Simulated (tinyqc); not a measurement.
## Silicon n-p-n transistor, Gummel numbers and transit times: Cut-off frequency against collector current

One-dimensional n-p-n transistor in the forward active mode at low injection. In the base p(x) = NB exp(-eta x/wb) and ni(x)^2 = ni^2 exp((g0 + g1 x/wb)/Vt); electrons leave the base at vsat; band spikes at the emitter junction and recombination inside the emitter are ignored.

f(x) = p(x) ni^2/ni(x)^2; I(x) = integral from x to wb of f/Dn, plus f(wb)/vsat; base Gummel number GB = I(0); electron density per unit flux n/(J/q) = I/f; base transit time tauB = integral of I/f over the base. ni = sqrt(Nc Nv) exp(-Eg/(2 Vt)), Eg in volts; JC = J0 exp(VBE/Vt), J0 = q ni^2/GB; collector layer one-sided, Wc = sqrt(2 eps0 eps_r (Vbc + VCB)/(q NC)), Vbc = Vt ln(NB exp(-eta) NC/ni^2), Cjc = eps0 eps_r/Wc, tauC = Wc/(2 vsat). Delay 1/(2 pi fT) = tauE + tauB + tauC + tauR with tauE = Vt (Cj + Cjc)/JC and tauR = Rc Cjc. Charge stored in the emitter is left out. The Kirk effect, also left out, sets in near JC = q NC vsat. n(0) = (JC/q) I(0)/f(0).

Values chosen for this exercise; band and dielectric values close to those of silicon:
- T = 400 K (temperature)
- Eg = 1.11 eV (band gap)
- eps_r = 11.6 (relative permittivity)
- Nc = 4.28e19 cm^-3 (conduction-band density of states at T)
- Nv = 4e19 cm^-3 (valence-band density of states at T)
- vsat = 1.02e7 cm/s (saturation velocity)
- wb = 90 nm (neutral base width)
- NB = 2.7e17 cm^-3 (base doping at the emitter edge)
- eta = 0 (doping falls as exp(-eta x/wb))
- g0 = 0 eV (gap reduction at the emitter edge of the base)
- g1 = 0 eV (further gap reduction across the base (linear))
- Dn = 6.5 cm^2/s (electron diffusion coefficient in the base)
- NC = 1.1e16 cm^-3 (collector doping)
- VCB = 0.9 V (collector-base reverse bias)
- Cj = 5.5 fF/um^2 (emitter junction capacitance)
- Rc = 40 ohm um^2 (emitter plus collector resistance)

Constants: q = 1.602176634e-19 C, kB = 1.380649e-23 J/K, Vt = kB T/q, eps0 = 8.8541878128e-14 F/cm where lengths are in cm. Results are converted to the units shown.

The same in every row: tauB (ps) = 7.113; tauC (ps) = 2.085; tauR (ps) = 0.009657.

Result of one run:

| JC (mA/um^2) | VBE (V) | tauE (ps) | fT (GHz) | JC/(q NC vsat) | n(0)/NB |
|---|---|---|---|---|---|
| 0.15 | 0.7402 | 1.319 | 15.12 | 0.8344 | 0.5141 |

What becomes of these results when the collector current density JC is changed from 0.15 to 0.00049 mA/um^2, all else the same?

Result of the changed run:

| JC (mA/um^2) | VBE (V) | tauE (ps) | fT (GHz) | JC/(q NC vsat) | n(0)/NB |
|---|---|---|---|---|---|
| 0.00049 | 0.5429 | 403.9 | 0.3853 | 0.002726 | 0.001679 |

The whole series:

| JC (mA/um^2) | VBE (V) | tauE (ps) | fT (GHz) | JC/(q NC vsat) | n(0)/NB |
|---|---|---|---|---|---|
| 0.00049 | 0.5429 | 403.9 | 0.3853 | 0.002726 | 0.001679 |
| 0.00099 | 0.5671 | 199.9 | 0.7611 | 0.005507 | 0.003393 |
| 0.002 | 0.5913 | 98.95 | 1.471 | 0.01113 | 0.006855 |
| 0.0041 | 0.6161 | 48.27 | 2.769 | 0.02281 | 0.01405 |
| 0.0084 | 0.6408 | 23.56 | 4.857 | 0.04673 | 0.02879 |
| 0.017 | 0.6651 | 11.64 | 7.633 | 0.09457 | 0.05827 |
| 0.035 | 0.6900 | 5.654 | 10.71 | 0.1947 | 0.1200 |
| 0.072 | 0.7149 | 2.749 | 13.31 | 0.4005 | 0.2468 |
| 0.15 | 0.7402 | 1.319 | 15.12 | 0.8344 | 0.5141 |

fT rises from 0.385 to 15.1 GHz as the charging time falls as 1/JC; its limit for vanishing tauE is 17.3 GHz, of which the largest delay is tauB (77.2 %). tauE equals the other delays together at JC = 0.0215 mA/um^2. For JC = 0.15 JC nears or passes q NC vsat, where base push-out would lower fT. For JC = 0.072, 0.15 the electron density at the emitter edge exceeds a fifth of NB, beyond low injection.

Range of the model: Heavy doping makes emitter or base degenerate; gE and g0 are to be read as apparent gap changes that include this.

tinyqc, about 0.01 s, one thread, Intel Xeon 2.30GHz (shared host): `OMP_NUM_THREADS=1 python tinyqc.py 2320009 2320010 out.jsonl`
